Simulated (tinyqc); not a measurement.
Worked calculation: temperature and isotope dependence of a band gap in oscillator models. Values are carried at full precision from step to step, so a last printed digit may differ when a step is redone from the rounded ones.

E(T) = E0 - sum_i sl_i th_i n_i(T), n = 1/(exp(th/T) - 1). The same coupling lowers the gap at 0 K by the zero-point term ZP = sum_i sl_i th_i/2, so the gap of the static lattice is E0 + ZP. Thermal expansion is taken as part of the slopes.

Inputs chosen for the exercise (near those of Ge; shifted at random, so the results belong to these values and not to a real crystal): E0 = 0.75 eV (gap at 0 K); th = (115, 314) K (temperatures of two oscillators); sl = (0.082, 0.328) meV/K (their high-temperature slopes); T = 400 K (temperature); M = 72.5 u (mean atomic mass); dM = -4.68 u (change of the mean mass (not bounded by the natural isotopes)); T12 = (190, 440) K (temperatures of the fits).

## The gap at T

Give the occupations, the two terms, the gap, ZP and the static gap.

n_i: [3.00219, 0.83864]

terms (meV): [28.311, 86.373]

E(T) = 0.6353 eV
ZP = 56.21 meV
static gap = 0.8062 eV

The thermal fall, 114.7 meV, is larger than the zero-point term, 56.2 meV; the soft oscillator supplies 25 % of the fall but 8 % of ZP. A calculation with clamped ions should be compared with the static gap.

## Slope and asymptote

dE/dT = -sum sl_i (th_i/T)^2 n_i (1 + n_i). At high T, n -> T/th - 1/2, so E -> E0 + ZP - (sum sl_i) T. Give the slope, its ratio to the limit, and the value at 0 K of the tangent drawn at T.

dE/dT = -0.3931 meV/K
ratio to the limiting slope = 0.9588
intercept of the tangent = 0.7926 eV
intercept - E0 = 42.56 meV

The tangent recovers 76 % of ZP: the extrapolation works only from T well above the higher oscillator (314 K).

## Isotope effect

With M -> M + dM the oscillator temperatures scale as M^(-1/2) and the slopes stay. Give th, ZP, E0 (static gap fixed) and E(T) for the new mass, and the linear rule dE0 = ZP dM/(2 M).

th (K): [118.90, 324.65]

ZP = 58.118 meV
shift of E0 = -1.907 meV
linear rule = -1.814 meV
shift of E(T) = -0.471 meV

The lighter crystal has the narrower gap. At 400 K 25 % of the shift at 0 K is left; it fades at high T, where the motion is classical and the mean-square amplitude no longer depends on mass.

## Two common fits

Two-parameter forms are made to pass through the falls at the two temperatures T12: Varshni aV T^2/(T + bV), from the line T^2/fall = (T + bV)/aV; one oscillator s1 t1/(exp(t1/T) - 1), with t1 from the ratio of the falls.

Give the falls and the parameters.

falls (meV): [35.7394, 130.4677]

aV = 0.5276 meV/K
bV = 343 K
t1 = 262.0 K
s1 = 0.4053 meV/K
ZP of the one-oscillator fit = 53.1 meV

The limiting slope of the model is 0.4100 meV/K; Varshni puts it +29 % off and one oscillator -1 %. The ZP of the fit differs from the true one by -3.1 meV.

## Checks

- Slope by finite differences against the formula (meV/K): both 0.39310.
- Fall at 20 times the higher oscillator temperature against the asymptote (meV): 2519.0 against 2518.6.

Run: tinyqc, `OMP_NUM_THREADS=1 python tinyqc.py 1880973 1880974 out.jsonl`; Intel(R) Xeon(R) Processor @ 2.30GHz, one thread, shared host; about 0.01 s of CPU time with all checks.
